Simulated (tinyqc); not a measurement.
Heavy doping: band filling, gap narrowing, band tails and the effective intrinsic density: one step, computed by the program tinyqc. Command: `OMP_NUM_THREADS=1 python tinyqc.py 3015765 3015766 out.jsonl gapnarrow walk`. One thread of a shared host (Intel(R) Xeon(R) Processor @ 2.30GHz), about 0.02 s of CPU time with the checks.

An n-type crystal above its Mott density, with all dopants ionised: n = N_D - N_A, ionised centres N_I = N_D + N_A. Valleys are taken as spherical with mass m_e.

Question. Band filling. n = M_c (1/(2 pi^2)) (m_e/(hbar^2/2m_0))^(3/2) int sqrt(E) f dE, f = 1/(1 + exp((E - E_F)/k_B T)); trapezoid rule in t = sqrt(E/k_B T), step 0.02 up to 12; E_F by bisection from the band edge. At T = 0, E_F = (hbar^2/2m_0) k_F^2/m_e; dn/dE_F uses f (1 - f)/k_B T in place of f.

Inputs (values chosen for the exercise, for a model semiconductor): gap E_g = 1.25 eV; electron mass m_e = 0.259 m_0; valleys M_c = 6; temperature T = 300 K.

Conduction band: parabolic.

n = 8.00e+19 cm^-3

k_F = 0.07335897 1/angstrom

Constants: k_B = 8.617333262e-05 eV/K; hbar^2/(2 m_0) = 3.80998212 eV angstrom^2.

Give: E_F above the band edge; E_F at T = 0; E_F/k_B T; dn/dE_F.

Answer.

E_F above the band edge = 71.03 meV

E_F at T = 0 = 79.16 meV

E_F/k_B T = 2.747

dn/dE_F = 1.352e+21 cm^-3/eV
